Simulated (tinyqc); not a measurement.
The same stress in different states: Raman shift of the zone-centre optical phonon of a diamond-structure crystal under stress. Computed by tinyqc, a small Python program. Command: `OMP_NUM_THREADS=1 python tinyqc.py 3023625 3023626 out.jsonl ramanstress walk`. One thread of a shared host (Intel(R) Xeon(R) Processor @ 2.30GHz), about 0.01 s of CPU time with the checks.

Axes x, y, z are the cube axes. Strain shifts the threefold optical mode and can split it; p, q and r are the phonon deformation potentials.

Inputs (values chosen for the exercise, modelled on germanium):
```
quantity                         value  unit
unstrained frequency omega_0     300.2  1/cm
p/omega_0^2                      -1.42     -
q/omega_0^2                      -1.87     -
r/omega_0^2                       -1.1     -
C11                                129   GPa
C12                              48.25   GPa
C44                              65.82   GPa
stress sigma (tension positive)   -1.4   GPa
```

Stress state: biaxial. Axis: [001].

Method:
- S11 = (C11 + C12)/D, S12 = -C12/D, D = (C11 - C12)(C11 + 2 C12), S44 = 1/C44.
- eps_xx = S11 sigma_xx + S12 (sigma_yy + sigma_zz), and cyclic; eps_xy = S44 sigma_xy/2 (tensor strain).
- Secular matrix: M_xx = p eps_xx + q (eps_yy + eps_zz), M_xy = 2 r eps_xy; its eigenvalues are omega^2 - omega_0^2, and the shifts are these over 2 omega_0.
- Uniaxial: sigma n n^T; biaxial: sigma (1 - n n^T); hydrostatic: sigma 1. The line seen from (001) is taken as unresolved, at the intensity-weighted shift M_zz/(2 omega_0).

S44 = 15.1930 1/TPa

S11 = 9.73413 1/TPa

S12 = -2.64977 1/TPa

Shifts (1/cm):
```
state                   lowest  middle  highest  line seen from (001)
uniaxial [100]          0.8221  1.9932   1.9932                1.9932
uniaxial [110]         -0.3483  1.9932   3.1636                1.9932
uniaxial [001]          0.8221  1.9932   1.9932                0.8221
uniaxial [111]          0.4322  0.4322   3.9441                1.6028
biaxial, normal [001]   2.8153  2.8153   3.9864                3.9864
biaxial, normal [111]   0.8644  4.3763   4.3763                3.2057
hydrostatic             4.8085  4.8085   4.8085                4.8085
```

What follows from these numbers?

Seen from (001), uniaxial stress along [100] and along [110] give the same shift (1.993), and equal biaxial stress in the plane gives twice as much (3.986), since only sigma_xx + sigma_yy and sigma_zz enter M_zz. Stress along [001] gives 0.822. One measured shift therefore fixes the stress only once its state is assumed: read as uniaxial in the plane, a shift implies twice the stress that it does read as biaxial.

Extremes, crossings and ranges named in words are read from the listed rows.
